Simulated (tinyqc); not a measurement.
Ballistic conductance of a hard-wall strip of a two-dimensional electron gas by counting modes: two steps of the calculation.

Subband edges E_n = C (n pi/W)^2/m, n = 1, 2, ...; C = hbar^2/(2 m0). Every mode transmits fully; spin gives the factor 2 in 2 q^2/h, valleys the factor gv.

Inputs (values chosen for the exercise):
```
symbol,value,unit,meaning
T,77,K,temperature
m,0.26,m0,mass
gv,1,,valleys
Ef,0.042,eV,Fermi energy above the 2D band edge
W,48,nm,width
Et,0.0685,eV,highest subband edge listed
```

Constants: q = 1.602176634e-19 C, kB = 1.380649e-23 J/K, hbar = 1.054571817e-34 J s, h = 6.62607015e-34 J s, m0 = 9.1093837015e-31 kg, Vt = kB T/q, hbar^2/(2 m0) = 0.0380998212 eV nm^2. Results are converted to the units shown.

Question 1. Subband edges and their occupation. List the edges below Et; each adds its degeneracy times f = 1/(1 + exp((E_n - Ef)/Vt)) to the thermal mode count.

Give: edge; degeneracy; f.

Answer 1.

```
mode	edge (eV)	degeneracy	f
1	0.000628	1	0.99804
2	0.002511	1	0.99740
3	0.005649	1	0.99584
4	0.010044	1	0.99197
5	0.015693	1	0.98138
6	0.022598	1	0.94902
7	0.030758	1	0.84478
8	0.040174	1	0.56836
9	0.050845	1	0.20865
10	0.062772	1	0.04187
```

Question 2. Conductance and ballistic resistance. G = (2 q^2/h) gv M; at zero temperature M counts the edges below Ef, at T it is the sum of degeneracy times f. The smooth (Sharvin) count is kF W/pi, kF = sqrt(m Ef/C), and with the boundary term kF W/pi - 1/2. The sum runs over the edges listed.

```
mode	edge (eV)	degeneracy	f
1	0.000627721	1	0.99804447
2	0.002510885	1	0.99740437
3	0.005649492	1	0.99584100
4	0.010043541	1	0.99196671
5	0.015693032	1	0.98137905
6	0.022597966	1	0.94902221
7	0.030758343	1	0.84477674
8	0.040174163	1	0.56836128
9	0.050845425	1	0.20865093
10	0.062772129	1	0.04186548
```

Find: M at zero temperature; M at T; G; resistance 1/G; smooth count.

Answer 2.

M at zero temperature = 8
M at T = 7.5773
G = 587.10 uS
resistance 1/G = 1.7033 kohm
smooth count = 8.1798

The smooth count is 8.0 % above M at T. With the boundary term it is 7.68.

Program tinyqc, `OMP_NUM_THREADS=1 python tinyqc.py 2740103 2740104 out.jsonl`; Intel Xeon 2.30GHz, shared host, one thread, about 0.07 s.
